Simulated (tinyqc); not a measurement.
# Changing the hopping t

Model: Holstein polaron on two sites. Computed by tinyqc, a small Python program. Command: `OMP_NUM_THREADS=1 python tinyqc.py 3012944 3012945 out.jsonl holstein sweep`. One thread of a shared host (Intel(R) Xeon(R) Processor @ 2.30GHz), about 0.03 s of CPU time with the checks.

One electron on sites 1 and 2: H = -t (c1+ c2 + c2+ c1) + hbar omega sum_i b_i+ b_i - g hbar omega sum_i n_i (b_i + b_i+). The symmetric phonon shifts the energy by -g^2 hbar omega/2 and drops out; with b = (b_1 - b_2)/sqrt(2) there remains H = -t sigma_x + hbar omega b+ b - (g hbar omega/sqrt(2)) sigma_z (b + b+). Parity splits it into blocks p = +1 and -1 over phonon numbers n. Zero-point energies are left out. Weights Z refer to mode b alone; the displaced symmetric mode multiplies the full zero-phonon weight by exp(-g^2/2).

Inputs (values chosen for the exercise, for a model dimer): phonon energy hbar omega = 141 meV; coupling g = 0.885.

Method. Block p: H_nn = n hbar omega - p t (-1)^n - g^2 hbar omega/2, H_(n,n+1) = -(g hbar omega/sqrt(2)) sqrt(n + 1). Use 60 levels in both blocks; Z = c_0^2 is the weight of n = 0 in the ground state c; the splitting is the lowest odd level less the lowest even one, which without coupling is the smaller of 2t and hbar omega; <sigma_x> = sum (-1)^n c_n^2 measures the kinetic energy.

One run for each value:
```
hopping t (meV)  splitting/(2t)  weight Z of n = 0 in mode b  <sigma_x>  mean phonon number in b
7.1                     0.45625                      0.70496    0.50691                  0.35682
13.0                    0.45465                      0.72733    0.54525                  0.32990
25.0                    0.44865                      0.76795    0.61439                  0.28083
47.0                    0.42950                      0.82663    0.71327                  0.20966
89.0                    0.37700                      0.89618    0.82909                  0.12510
170.0                   0.28129                      0.95301    0.92276                  0.05619
320.0                   0.18106                      0.98267    0.97145                  0.02053
600.0                   0.10636                      0.99437    0.99068                  0.00662
1100.0                  0.06081                      0.99821    0.99703                  0.00209
```

Over the rows, splitting/(2t) falls from 0.456 to 0.0608 (exponent d ln y / d ln x -0.0058 between the first rows and -0.92 between the last); weight Z of n = 0 in mode b rises from 0.705 to 0.998 (exponent d ln y / d ln x 0.052 between the first rows and 0.0064 between the last); <sigma_x> rises from 0.507 to 0.997 (exponent d ln y / d ln x 0.12 between the first rows and 0.011 between the last). For t much below hbar omega the ratio tends to exp(-g^2) = 0.457; the first row has 0.456.

Caution (rows 89.0, 170, 320, 600, 1100): with hbar omega below 2t the lowest odd level starts as a one-phonon state, so the splitting here is a softened phonon and not a narrowed hopping.

Extremes, crossings and ranges named in words are read from the listed rows.
